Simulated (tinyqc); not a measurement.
UHF in the 6-31g basis, for H3, spin multiplicity 2, step by step. This run ends on a higher stationary point, not on the lowest solution. Computed by tinyqc, a small Python program that keeps every step (integrals from PySCF). Settings: charge = 0, multiplicity = 2, basis = 6-31g, energy threshold = 1e-09, iteration cap = 68, orthogonalisation = symmetric, start = core, DIIS depth = 0, shift = 1.0, method = UHF. Command: `OMP_NUM_THREADS=1 python tinyqc.py 28260 28261 out.jsonl` (the two numbers bound the seeds that draw the settings). One thread of a shared host (Intel(R) Xeon(R) Processor @ 2.60GHz), about 0.2 s of CPU time with the checks.

Geometry (angstrom):
```
atom         x         y         z
H     0.000000  0.000000  0.000000
H     0.000000  0.000000  1.416000
H     0.000000  1.349000  0.708000
```

Stop when the energy changes by less than 1e-09 hartree and every element of the error matrix X^T (F D S - S D F) X (for each spin) is below 9e-06.

Course of the cycle:
```
iteration  E (hartree)     change  largest element of the error matrix
1          -1.42190205          -                             1.11e-01
2          -1.45857884  -3.67e-02                             5.49e-02
3          -1.46907813  -1.05e-02                             2.70e-02
4          -1.47262885  -3.55e-03                             1.47e-02
5          -1.47409713  -1.47e-03                             1.02e-02
6          -1.47482392  -7.27e-04                             8.15e-03
7          -1.47523040  -4.06e-04                             6.49e-03
8          -1.47547391  -2.44e-04                             5.16e-03
9          -1.47562500  -1.51e-04                             4.10e-03
10         -1.47572040  -9.54e-05                             3.27e-03
11         -1.47578116  -6.08e-05                             2.60e-03
12         -1.47582001  -3.89e-05                             2.08e-03
13         -1.47584491  -2.49e-05                             1.66e-03
14         -1.47586089  -1.60e-05                             1.33e-03
...                ...        ...                                  ...
24         -1.47588917  -1.89e-07                             1.44e-04
25         -1.47588929  -1.21e-07                             1.15e-04
26         -1.47588937  -7.79e-08                             9.21e-05
27         -1.47588942  -4.99e-08                             7.37e-05
28         -1.47588945  -3.20e-08                             5.91e-05
29         -1.47588947  -2.06e-08                             4.73e-05
30         -1.47588948  -1.32e-08                             3.79e-05
31         -1.47588949  -8.46e-09                             3.03e-05
32         -1.47588950  -5.42e-09                             2.43e-05
33         -1.47588950  -3.48e-09                             1.95e-05
34         -1.47588950  -2.23e-09                             1.56e-05
35         -1.47588950  -1.43e-09                             1.25e-05
36         -1.47588951  -9.18e-10                             1.00e-05
37         -1.47588951  -5.89e-10                             8.01e-06
```

Can the last value be used, and what does the course show?

No, though the log alone does not show it. Converged in 37 iterations. But the solution lies 0.01944 hartree above the reference: it is another stationary point, not the lowest one. Reruns (cap 100 unless said): DIIS 8: converged in 8 to a higher stationary point; damping 0.5: converged in 76 to a higher stationary point; level shift 0.5: converged in 25 to a higher stationary point; atomic densities as start, DIIS 8: converged in 8 to a higher stationary point. PySCF UHF in the same basis, after a stability check = -1.49533438 hartree.
